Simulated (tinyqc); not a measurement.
## Mass and degeneracy from charge and saturation current

Inverse problem. At high drain voltage only states moving towards the drain are filled: n = (N0/2) F_0(eta), N0 = gv m kB T/(pi hbar^2), F_0(x) = ln(1 + exp x), and I = q (N0/2) vT F_(1/2)(eta) per width, vT = sqrt(2 kB T/(pi m)), F_(1/2)(x) = (2/sqrt(pi)) int_0^infinity u^(1/2)/(1 + exp(u - x)) du. Find eta and m.

Values chosen for this exercise:
```
symbol,value,unit,meaning
T,300,K,temperature
gv,2,,valley degeneracy
```

Constants: q = 1.602176634e-19 C, kB = 1.380649e-23 J/K, hbar = 1.054571817e-34 J s, m0 = 9.1093837015e-31 kg. Results are converted to the units shown.

n = 7.6305084e11 cm^-2
I = 158.30682 uA/um

Solution. The mass drops out of I^2/(q^2 n) = gv (kB T)^2 F_(1/2)^2/(pi^2 hbar^2 F_0), which rises with eta and so fixes it; n then gives m.

eta = -0.8100
m = 0.1920 m0

tinyqc, about 0.01 s, one thread, Intel Xeon 2.30GHz (shared host): `OMP_NUM_THREADS=1 python tinyqc.py 2400059 2400060 out.jsonl`
